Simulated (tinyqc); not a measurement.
Specific resistance of a metal-semiconductor contact and its transmission-line measurement: one step, computed by the program tinyqc.

The barrier is parabolic (depletion approximation), energies E are normal energies counted from the band edge in the neutral semiconductor (downwards for holes), and the bias is zero. xi is an input, held fixed when other inputs move.

Question. Tunnelling energy and barrier. E_00 = (e hbar/2) sqrt(N/(eps eps_0 m)); band bending E_b = phi_B + xi; depletion width w = sqrt(2 eps eps_0 E_b/(e^2 N)).

Inputs (values chosen for the exercise, modelled on n-type In0.53Ga0.47As):

| quantity | value | unit |
|---|---|---|
| tunnelling mass m | 0.042 | m_0 |
| permittivity eps | 13.9 | - |
| barrier height phi_B | 0.21 | eV |
| doping N | 6.8e+17 | 1/cm^3 |
| Fermi level above the band edge in the bulk, xi | 0.0065 | eV |
| temperature T | 500 | K |

Image-force lowering: left out.

Constants: hbar = 1.054571817e-34 J s; eps_0 = 8.8541878128e-12 F/m; m_0 = 9.1093837015e-31 kg; k_B = 8.617333262e-05 eV/K; e = 1.602176634e-19 C.

Give: E_00; E_00/k_B T; depletion width; barrier used, above the bulk band edge.

Answer.

E_00 = 20.04 meV

E_00/k_B T = 0.4651

depletion width = 22.12 nm

barrier used, above the bulk band edge = 0.2165 eV

By the usual rule this is thermionic emission (E_00 < 0.5 k_B T).
